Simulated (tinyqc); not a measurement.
Worked calculation: Luttinger-Kohn k.p, four valence bands. One step of it, computed by the program tinyqc.

Task: Hole masses. E = c [g1 k^2 -/+ 2 sqrt(g2^2 k^4 + 3 (g3^2 - g2^2)(kx^2 ky^2 + ky^2 kz^2 + kz^2 kx^2))] with c = hbar^2/2m, and m* = hbar^2 k^2 / (2 E).

Luttinger parameters chosen for this model; energies are counted downward from the top of the valence band:

| parameter | value | unit |
|---|---|---|
| g1 | 6.360000 |  |
| g2 | 1.880000 |  |
| g3 | 2.800000 |  |

Give: Masses.

Result:

Masses (electron masses):

| direction | heavy | light |
|---|---|---|
| [100] | 0.385 | 0.099 |
| [110] | 0.863 | 0.086 |
| [111] | 1.316 | 0.084 |
